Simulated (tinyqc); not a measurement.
From results back to parameters: defect-molecule model of a vacancy with Jahn-Teller distortion. Four cases, with inputs chosen for the exercise.

Problem. With et the undistorted t2 level, Uc the repulsion of two electrons, I the Jahn-Teller coupling and k the force constant, the levels above Ev are E(2+/+) = et - E_JT, E(+/0) = et - 3 E_JT + Uc, the Stokes shift of the first transition is 2 E_JT, E_JT = 2 I^2/k and the distortion of the + state is 2 I/k. The values below come from hidden parameters.

Case 1.

levels (eV): (2+/+) 0.16232, (+/0) 0.03695

Stokes shift = 0.255364 eV
distortion of + = 0.120455 angstrom

Case 2.

levels (eV): (2+/+) 0.04024, (+/0) 0.12072

Stokes shift = 0.239521 eV
distortion of + = 0.119760 angstrom

Case 3.

levels (eV): (2+/+) 0.09416, (+/0) 0.04248

Stokes shift = 0.271681 eV
distortion of + = 0.120213 angstrom

Case 4.

levels (eV): (2+/+) 0.20863, (+/0) 0.10590

Stokes shift = 0.202731 eV
distortion of + = 0.110180 angstrom

Find: et, Uc; I; k.

Solution. E_JT is half the Stokes shift; et = E(2+/+) + E_JT; Uc = E(+/0) - E(2+/+) + 2 E_JT; with Q the distortion, I = E_JT/Q and k = 2 E_JT/Q^2.

Case 1.

et, Uc (eV): 0.290  0.130

I = 1.06 eV/angstrom
k = 17.6 eV/angstrom^2

Case 2.

et, Uc (eV): 0.160  0.320

I = 1.00 eV/angstrom
k = 16.7 eV/angstrom^2

Case 3.

et, Uc (eV): 0.230  0.220

I = 1.13 eV/angstrom
k = 18.8 eV/angstrom^2

Case 4.

et, Uc (eV): 0.310  0.100

I = 0.92 eV/angstrom
k = 16.7 eV/angstrom^2

Computed by tinyqc, one run a case: `OMP_NUM_THREADS=1 python tinyqc.py N N+1 out.jsonl` with N = 1482235, 1482297, 1482322, 1482364; one thread of a shared Intel(R) Xeon(R) Processor @ 2.30GHz, about 0.01 s a run at most.
